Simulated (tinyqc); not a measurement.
# Inputs raised by 2 %, one at a time

Model: heat flow across a film from the phonon Boltzmann equation in the relaxation-time approximation. Computed by tinyqc, a small Python program. Command: `OMP_NUM_THREADS=1 python tinyqc.py 3029644 3029645 out.jsonl slabbte sens`. One thread of a shared host (Intel(R) Xeon(R) Processor @ 2.30GHz), about 0.04 s of CPU time with the checks.

Two black walls, hot at x = 0 and cold at x = L, emit phonons isotropically. For one free path Lambda, with tau = x/Lambda, tau_L = L/Lambda and phi = (T - T_cold)/Delta T, energy balance gives phi(tau) = (1/2) [E2(tau) + int_0^tau_L phi(s) E1(|tau - s|) ds]; E_n are the exponential integrals. The flux over the ballistic flux C v Delta T/4 is psi = 1 - 2 int_0^tau_L phi(s) E2(s) ds, and kappa_eff/kappa = (3/4) tau_L psi. kappa = C v Lambda/3 is an input, so at fixed kappa a longer free path means a smaller C v.

Inputs (values chosen for the exercise, modelled on gallium arsenide):

| quantity | value | unit |
|---|---|---|
| bulk conductivity kappa | 48.6 | W/(m K) |
| film thickness L | 14 | nm |
| wall temperature difference Delta T | 18 | K |
| free path Lambda_1 | 69 | nm |
| free path Lambda_2 | 550 | nm |
| share f_2 of kappa | 0.28 | - |
| cells n in the small system | 4 | - |

Free-path groups: two.

Method:
- Cut the film into n equal cells with constant phi, collocated at the centres c_i: the kernel integrates to A_ij = |E2(|c_i - e_j|) - E2(|c_i - e_(j+1)|)|/2 for cell edges e_j, and A_ii = 1 - E2(half a cell); solve (1 - A) phi = E2(c)/2; psi = 1 - 2 sum_j phi_j [E3(e_j) - E3(e_(j+1))].
- Use 150 and 300 cells and extrapolate psi = (4 psi(300) - psi(150))/3. The jump at the hot wall is 1 - phi there (linear extrapolation from the first two of 300 cells). Two-flux (diffusion with slip) formula: psi = 1/(1 + 3 tau_L/4).
- Each group is solved on its own with 150 and 300 cells, psi = (4 psi(300) - psi(150))/3, and weighted by its share of kappa (f_1 is what the others leave); exchange of energy between groups inside the film is left out.
- Flux J = kappa_eff Delta T/L; apparent boundary resistance per wall (L/kappa_eff - L/kappa)/2.

Runs:

| input moved | from | to | kappa_eff (W/(m K)) | flux J (GW/m^2) | apparent resistance per wall (m^2 K/GW) | jump at the wall / Delta T for Lambda_1 |
|---|---|---|---|---|---|---|
| base run | - | - | 4.7660 | 6.1277 | 1.3247 | 0.38768 |
| bulk conductivity kappa (W/(m K)) | 48.6 | 49.572 | 4.8613 | 6.2503 | 1.2987 | 0.38768 |
| film thickness L (nm) | 14 | 14.28 | 4.8480 | 6.1110 | 1.3258 | 0.38630 |
| free path Lambda_1 (nm) | 69 | 70.38 | 4.6901 | 6.0301 | 1.3485 | 0.38905 |
| free path Lambda_2 (nm) | 550 | 561 | 4.7612 | 6.1215 | 1.3262 | 0.38768 |
| share f_2 of kappa | 0.28 | 0.2856 | 4.7360 | 6.0891 | 1.3340 | 0.38768 |

Exponents ln(y'/y) / ln(x'/x):

| input | kappa_eff | flux J | apparent resistance per wall | jump at the wall / Delta T for Lambda_1 |
|---|---|---|---|---|
| bulk conductivity kappa | 1.000 | 1.000 | -1.000 | 0.000 |
| film thickness L | 0.861 | -0.139 | 0.044 | -0.180 |
| free path Lambda_1 | -0.811 | -0.811 | 0.899 | 0.177 |
| free path Lambda_2 | -0.051 | -0.051 | 0.057 | 0.000 |
| share f_2 of kappa | -0.319 | -0.319 | 0.354 | 0.000 |

Among the inputs moved here: kappa_eff answers most in size to bulk conductivity kappa (exponent +1.000), next to film thickness L (+0.861). Its exponent +1.000 in bulk conductivity kappa: at fixed free paths all scales with kappa. Flux J answers most in size to bulk conductivity kappa (exponent +1.000), next to free path Lambda_1 (-0.811). Apparent resistance per wall answers most in size to bulk conductivity kappa (exponent -1.000), next to free path Lambda_1 (+0.899). Jump at the wall / Delta T for Lambda_1 answers most in size to film thickness L (exponent -0.180), and about equally to free path Lambda_1 (+0.177); its exponent is below 0.0005 for bulk conductivity kappa, free path Lambda_2, share f_2 of kappa.
